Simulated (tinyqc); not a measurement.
Esaki diode in forward bias, two-band WKB: two steps of the calculation.

Abrupt p-n junction, depletion approximation. Energies E are counted from the conduction-band edge of the neutral n side; its Fermi level lies at dn, that of the p side at dn - V, and the valence-band edge of the neutral p side at Em = dn + dp - V. Tunnelling needs 0 < E < Em. Two-band dispersion with equal masses m: inside the gap kappa = sqrt(m u (1 - u/Eg)/C), u the distance from a band edge, C = hbar^2/(2 m0).

Inputs (values chosen for the exercise); band and dielectric values close to those of In0.53Ga0.47As: temperature T = 350 K; band gap Eg = 0.744 eV; relative permittivity eps_r = 14.1; conduction-band density of states at 350 K Nc = 2.63e17 cm^-3; valence-band density of states at 350 K Nv = 9.82e18 cm^-3; band-edge mass of the two-band model m = 0.045 m0; acceptor density Na = 7.1e19 cm^-3; donor density Nd = 1.4e19 cm^-3; bias of the p side V = 0.25 V.

Constants: q = 1.602176634e-19 C, kB = 1.380649e-23 J/K, hbar = 1.054571817e-34 J s, m0 = 9.1093837015e-31 kg, Vt = kB T/q, eps0 = 8.8541878128e-14 F/cm where lengths are in cm, hbar^2/(2 m0) = 0.0380998212 eV nm^2. Results are converted to the units shown.

Question 1. Fermi levels and built-in voltage. Nd = Nc F12(dn/Vt), Na = Nv F12(dp/Vt), F12(x) = (2/sqrt(pi)) int_0^infinity sqrt(u)/(1 + exp(u - x)) du; dn = EF - Ec on the n side, dp = Ev - EF on the p side (negative outside the bands); Vbi = Eg + dn + dp.

Find: dn; dp; Vbi.

Answer 1.

dn = 0.51454 eV
dp = 0.13034 eV
Vbi = 1.3889 V

Boltzmann statistics would give dn = 0.120 eV and dp = 0.0597 eV. At zero bias the bands of the two sides overlap by dn + dp.

Question 2. Width, field and exponent. W = sqrt(2 eps0 eps_r (Vbi - V)(1/Na + 1/Nd)/q), mean field F = (Vbi - V)/W, peak field 2 F. In a uniform field F the exponent is S = pi sqrt(m/C) Eg^1.5/(4 F). Transverse energy Et = C kt^2/m raises it to S (1 + 4 Et/Eg), so T = exp(-S) exp(-Et/Eb) with Eb = Eg/(4 S). KJ = (2 q^2/h) m/(4 pi C) (times 1e14 for A/cm^2 per eV^2).

Vbi = 1.3888804 V

Wanted: W; mean field; S; exp(-S); Eb; tunnelling length Eg/F.

Answer 2.

W = 12.320 nm
mean field = 0.92444 MV/cm
S = 5.9254
exp(-S) = 0.0026708
Eb = 31.390 meV
tunnelling length Eg/F = 8.0481 nm

Range of the model: Parabolic densities of states, no band tails and no gap narrowing, all of which matter at such doping.

Numbers from tinyqc (`OMP_NUM_THREADS=1 python tinyqc.py 2620012 2620013 out.jsonl`; about 0.02 s on one thread of a shared Intel Xeon 2.30GHz).
